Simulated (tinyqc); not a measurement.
Plane-wave Kohn-Sham cycle with exchange-only LDA in a layered model solid, step by step. One step of it, computed by the program tinyqc.

Task: Iteration 2: levels at that k. Diagonalise the Hermitian matrix.

H (hartree), lower triangle:
```
           -2         -1         +0         +1        +2
-2   0.481951
-1  -0.096411  -0.088612
+0   0.000124  -0.096411  -0.202725
+1   0.000225   0.000124  -0.096411   0.139613
+2   0.000015   0.000225   0.000124  -0.096411  0.938402
```

Give: eigenvalues.

Result:

eigenvalues (hartree): -0.278  -0.058  0.156  0.498  0.950
